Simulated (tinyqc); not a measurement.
## Read current of a NAND string, cells in series solved by shooting: read current against the number of cells

Cells in series, numbered from 0 at the source line (0 V) to the bit line, each followed by a gap resistance Rg. A cell with gate Vg, threshold VT, source Vs and drain Vd passes I = 2 nf K Vt^2 [F(Vs) - F(Vd)]/(1 + th max(Vg - VT, 0)), F(V) = ln^2(1 + exp((Vg - VT - nf V)/(2 nf Vt))). The selected cell has Vg = Vr, the others Vg = Vp.

For a trial current I start at 0 V and, cell by cell, solve for the drain: sqrt(F(Vd)) = sqrt(F(Vs) - I/k), k = 2 nf K Vt^2/(1 + th max(Vg - VT, 0)), Vd = [Vg - VT - 2 nf Vt ln(exp(sqrt F) - 1)]/nf, then add I Rg. The string current is the I for which the last node reaches Vbl. The apparent threshold is the Vr at which I = Is. Background: all other cells erased (VT = Ve) or all in the highest state (VT = Vh); ratio and shift are high over erased and high minus erased. The selected cell is in the middle, cell n/2.

Values chosen for this exercise; values of the order met in vertical NAND strings: temperature T = 358 K; gain factor of a cell K = 12 uA/V^2; slope factor nf = 2.4; mobility reduction factor th = 0.19 1/V; resistance of the gap between cells Rg = 2 kohm; bit-line voltage Vbl = 0.3 V; pass voltage Vp = 7.6 V; threshold of an erased cell Ve = -2.1 V; threshold of the highest state Vh = 4.1 V; threshold of the selected cell Vx = 1 V; sensing current Is = 50 nA; read voltage on the selected word line Vr = 1.69 V.

Constants: q = 1.602176634e-19 C, kB = 1.380649e-23 J/K, Vt = kB T/q. Results are converted to the units shown.

Result of one run:
columns A: n; B: I, others erased (uA); C: I, others high (uA); D: ratio; E: apparent VT, erased (V); F: apparent VT, high (V); G: background shift (mV)
```
A       B       C       D      E      F      G
8  0.5948  0.4733  0.7958  1.084  1.092  7.520
```

What becomes of these results when the number of cells n is changed from 8 to 32, all else the same?

Result of the changed run:
columns A: n; B: I, others erased (uA); C: I, others high (uA); D: ratio; E: apparent VT, erased (V); F: apparent VT, high (V); G: background shift (mV)
```
A        B       C       D      E      F      G
32  0.2600  0.1737  0.6680  1.123  1.154  30.76
```

The whole series:
columns A: n; B: I, others erased (uA); C: I, others high (uA); D: ratio; E: apparent VT, erased (V); F: apparent VT, high (V); G: background shift (mV)
```
A          B        C       D      E      F      G
8     0.5948   0.4733  0.7958  1.084  1.092  7.520
16    0.4167   0.3016  0.7238  1.097  1.112  15.15
32    0.2600   0.1737  0.6680  1.123  1.154  30.76
64    0.1480  0.09369  0.6329  1.176  1.240  64.68
96    0.1034  0.06412  0.6200  1.229  1.345  116.1
128  0.07945  0.04873  0.6133  1.285  2.120  834.9
```

With erased neighbours the current falls from 0.595 to 0.0794 uA, as n^(-0.51) between the first two rows and n^(-0.92) between the last two (-1 once the series resistance rules). The ratio falls from 0.796 to 0.613 and the background shift rises from 7.52 to 835 mV.

Program tinyqc, `OMP_NUM_THREADS=1 python tinyqc.py 2142012 2142013 out.jsonl`; Intel Xeon 2.30GHz, shared host, one thread, about 0.6 s.
